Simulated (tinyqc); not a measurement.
Orbital energy against energy difference: ionisation energy by orbital energies and by energy differences in the 6-31g* basis, for H4, spin multiplicity 1. Computed by the program tinyqc with PySCF. The cation is unrestricted; errors are against CCSD(T) in this basis, not against experiment.

Geometry (angstrom):
```
atom       x       y       z
H     0.0000  0.0000  0.0000
H     0.0000  0.0000  0.7060
H     0.0000  0.0000  1.6490
H     0.0000  0.0000  2.3550
```

CCSD(T) difference in the same basis = 13.1587 eV

IP-EOM-CCSD = 13.1687 eV

First vertical ionisation energy (eV):
```
method     -e(HOMO)  E(cation) - E  error of -e(HOMO)  error of the difference
HF           13.483       12.70763              0.324                   -0.451
PBE           8.251       13.10557             -4.908                   -0.053
B3LYP         9.560       13.35930             -3.599                    0.201
PBE0          9.737       13.24254             -3.422                    0.084
CAM-B3LYP    11.198       13.33206             -1.961                    0.173
LC-wPBE      12.601       13.36827             -0.558                    0.210
```

Estimate the missing row, method = LDA.

Computed row:
```
method  -e(HOMO)  E(cation) - E  error of -e(HOMO)  error of the difference
LDA        8.150       13.02260             -5.009                   -0.136
```

Koopmans errs by +0.32 eV and Delta-HF by -0.45 eV: relaxation, 0.78 eV, lowers the value and the missing correlation difference works against it. The PBE level is off by -4.9 eV through the wrong tail of its potential, though its energy difference is off by -0.05 eV; exact exchange deepens the level, and among the orbital energies HF comes closest; among the differences PBE does.
